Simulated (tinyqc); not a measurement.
From results back to parameters: free and nearly free electrons in a metal. Two cases, with inputs chosen for the exercise.

Problem. A free-electron metal with 4 atoms in the cubic cell and z electrons an atom has EF = c kF^2/m, (hbar omega_p)^2 = 8 pi c (e^2/(4 pi eps0)) n/m and kF = (3 pi^2 n)^(1/3), c = hbar^2/2m0.

Constants: hbar^2/2m0 = 3.80998211 eV angstrom^2; e^2/(4 pi eps0) = 14.39964547 eV angstrom.

Find: kF; m; z.

Method. (hbar omega_p)^2/EF = (8/(3 pi)) (e^2/(4 pi eps0)) kF gives kF; EF then gives m, and n = kF^3/(3 pi^2) gives z.

Case 1.

Values chosen (out of a larger set: near those of Au, whose d bands this model ignores; not measured data): a = 4.081 angstrom (fcc lattice constant).

EF = 5.51709 eV
hbar omega_p = 9.00819 eV

Solution.

kF = 1.2034 1/angstrom
m = 1.00 m0
z = 1.00

Case 2.

Values chosen (out of a larger set: near those of Al; not measured data): a = 4.036 angstrom (fcc lattice constant).

EF = 11.73335 eV
hbar omega_p = 15.86431 eV

Solution.

kF = 1.7549 1/angstrom
m = 1.00 m0
z = 3.00

Computed by tinyqc, one run a case: `OMP_NUM_THREADS=1 python tinyqc.py N N+1 out.jsonl` with N = 1652201, 1652301; one thread of a shared Intel(R) Xeon(R) Processor @ 2.30GHz, about 0.01 s a run at most.
